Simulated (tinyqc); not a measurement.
Surface photovoltage measurement of the minority-carrier diffusion length in a wafer: one step, computed by the program tinyqc. Command: `OMP_NUM_THREADS=1 python tinyqc.py 3130351 3130352 out.jsonl spv walk`. One thread of a shared host (Intel(R) Xeon(R) Processor @ 2.30GHz), about 0.01 s of CPU time with the checks.

Low injection, steady light, a depletion layer much thinner than 1/alpha and L. The excess density dn is taken at the front edge of the neutral region; light that reaches the back is lost.

Task: The linear plot. alpha = (84.732/lambda - 76.417)^2 per cm with lambda in micrometre (an empirical fit for silicon between 0.7 and 1.05 micrometre). Thick wafer: dn = Phi L/((S_f + D/L)(L + 1/alpha)). Finite wafer, with s = S_b L/D, w = W/L, a = alpha L: dn = [Phi a/(a^2 - 1)] [a - B - exp(-alpha W)(a - s)/(cosh w + s sinh w)]/(S_f + B D/L), B = (sinh w + s cosh w)/(cosh w + s sinh w). Readings y = (Phi/dn) (1 + noise x g) at 780, 830, 880, 920, 950, 975 and 995 nm; a least-squares line y = c (1/alpha + L_app) gives L_app = intercept/slope.

Inputs (values chosen for the exercise, modelled on p-type silicon at room temperature):
```
quantity,value,unit
diffusion length L,200,micrometre
wafer thickness W,775,micrometre
diffusivity D,26.8,cm^2/s
front recombination velocity S_f,590,cm/s
back recombination velocity S_b,5100,cm/s
photon flux entering,7.7e+12,1/(cm^2 s)
relative noise of each reading,0.5,%
```

normal deviates g for the noise: [-0.14, 0.97, -0.59, 0.52, 1.15, -0.26, 0.33]

Give: the table «Readings» with the columns 1/alpha (micrometre), y (cm/s), line (cm/s), for lambda (nm) = 780, 830, 880, 920, 950, 975, 995; slope; apparent length L_app; error of L_app (rounded to 0.001).

Result:

Readings:
```
lambda (nm),1/alpha (micrometre),y (cm/s),line (cm/s)
780,9.6,2022,2026
830,15.2,2087,2080
880,25.3,2169,2178
920,40.7,2329,2327
950,61.3,2537,2527
975,90.9,2806,2814
995,130.9,3202,3201
```

slope = 9.688 cm/(s micrometre)

apparent length L_app = 199.5 micrometre

error of L_app (rounded to 0.001) = -0.239 %

Without noise the error would be -0.2 %, from the finite thickness at W/L = 3.9. S_f scales all readings alike and leaves L_app unchanged.
